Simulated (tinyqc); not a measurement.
# p-n diode with diffusion and depletion-layer recombination: effects of single changes

Abrupt junction in the depletion approximation, low injection, full ionisation, neutral widths fixed, ohmic contact on the p side. Vj is the junction voltage; where a series resistance Rs is given, V = Vj + J Rs is the terminal voltage.

Parameters, values chosen for the exercise; band and dielectric values close to those of silicon:
- T = 325 K (temperature)
- Eg = 1.14 eV (band gap)
- eps_r = 11.7 (relative permittivity)
- Nc = 3.2e19 cm^-3 (conduction-band density of states at T)
- Nv = 3.03e19 cm^-3 (valence-band density of states at T)
- Na = 1.5e17 cm^-3 (acceptor density)
- Nd = 1.1e16 cm^-3 (donor density)
- mun = 630 cm^2/(V s) (electron mobility in the p side)
- mup = 470 cm^2/(V s) (hole mobility in the n side)
- tn = 1e-7 s (electron lifetime)
- tp = 7e-7 s (hole lifetime)
- wp = 31 um (neutral width of the p side)
- wn = 2.3 um (neutral width of the n side)
- Sp = 1e7 cm/s (recombination velocity at the n contact)
- Rs = 0.019 ohm cm^2 (series resistance)
- Et = 0 eV (trap level above the intrinsic level)
- Vj = 0.53 V (junction voltage at which recombination is evaluated)

Constants: q = 1.602176634e-19 C, kB = 1.380649e-23 J/K, Vt = kB T/q, eps0 = 8.8541878128e-14 F/cm where lengths are in cm. Results are converted to the units shown.

Each table varies one quantity; the others keep the values above.

## Currents and ideality against junction voltage

ni = sqrt(Nc Nv) exp(-Eg/(2 Vt)), Eg in volts; D = mu Vt; Ln = sqrt(Dn tn), Lp = sqrt(Dp tp); J0n = q ni^2 Dn coth(wp/Ln)/(Ln Na); J0p = (q ni^2 Dp/(Lp Nd)) (s + tanh(wn/Lp))/(1 + s tanh(wn/Lp)), s = Sp Lp/Dp. J_diff = (J0n + J0p)(exp(Vj/Vt) - 1). Vbi = Vt ln(Na Nd/ni^2), W = sqrt(2 eps0 eps_r (Vbi - Vj)(1/Na + 1/Nd)/q), xp = W Nd/(Na + Nd), xn = W Na/(Na + Nd); u(x) = q Na (x + xp)^2/(2 eps0 eps_r) for x < 0 and Vbi - Vj - q Nd (xn - x)^2/(2 eps0 eps_r) for x > 0; p = Na exp(-u/Vt), n = Nd exp((u - Vbi + Vj)/Vt); U = ni^2 (exp(Vj/Vt) - 1)/(tp (n + ni exp(Et/Vt)) + tn (p + ni exp(-Et/Vt))); J_scr = q times the integral of U from -xp to xn. J = J_diff + J_scr. Ideality = (1/Vt) dVj/d ln J or (1/Vt) dV/d ln J; last column ni^2 exp(Vj/Vt)/N^2.

Currents and ideality against junction voltage:
columns A: Vj (V); B: J_diff (A/cm^2); C: J_scr (A/cm^2); D: J (A/cm^2); E: V (V); F: ideality against Vj; G: ideality against V; H: minority/doping, lighter side
```
A            B         C         D       E      F      G         H
0.19  1.518e-6  1.133e-6  2.651e-6  0.1900  1.242  1.242  1.486e-8
0.24  9.057e-6  2.963e-6  1.202e-5  0.2400  1.129  1.129  8.861e-8
0.29  5.400e-5  7.704e-6  6.171e-5  0.2900  1.062  1.062  5.283e-7
0.34  3.219e-4  2.009e-5  3.420e-4  0.3400  1.028  1.028  3.149e-6
0.4   0.002743  6.415e-5  0.002807  0.4001  1.010  1.012  2.683e-5
0.45   0.01635  1.712e-4   0.01652  0.4503  1.005  1.016  1.599e-4
0.5    0.09748  4.650e-4   0.09794  0.5019  1.002  1.069  9.535e-4
0.55    0.5811  0.001291    0.5824  0.5611  1.001  1.396  0.005684
0.6      3.464  0.003662     3.468  0.6659  1.000  3.353   0.03389
```

The ideality against Vj falls from 1.24 to 1.00. Diffusion is the larger current in every row. J_scr alone has an ideality of 1.86 between the first two rows and 1.71 between the last two. From Vj = 0.55 V the series resistance raises the terminal ideality by over a tenth; there J Rs = 0.40 Vt.

## Effect of the donor density

Same model as above.

J = J_diff + J_scr.

The same in every row: J0n (A/cm^2) = 2.942e-11; wn/Lp = 0.07577.

Effect of the donor density:
```
Nd (cm^-3)  J0p (A/cm^2)  J_diff (A/cm^2)  J_scr (A/cm^2)  J_scr/J (%)
4.3e15          4.323e-9           0.7203        0.001593       0.2206
1.9e16         9.785e-10           0.1668        6.049e-4       0.3614
8e16           2.324e-10          0.04332        2.660e-4       0.6103
3.4e17         5.468e-11          0.01392        2.122e-4        1.502
1.5e18         1.239e-11         0.006919        2.116e-4        2.967
6.4e18         2.905e-12         0.005349        2.116e-4        3.805
```

As Nd goes from 4.3e15 to 6.4e18, J0p falls from 4.32e-9 to 2.90e-12 A/cm^2, J_scr falls from 0.00159 to 2.12e-4 A/cm^2 and its share rises from 0.221 to 3.81 %. J0p goes as Nd^(-1.00) at the start and Nd^(-1.00) at the end.

Program tinyqc, `OMP_NUM_THREADS=1 python tinyqc.py 2260043 2260044 out.jsonl`; Intel Xeon 2.30GHz, shared host, one thread, about 0.01 s.
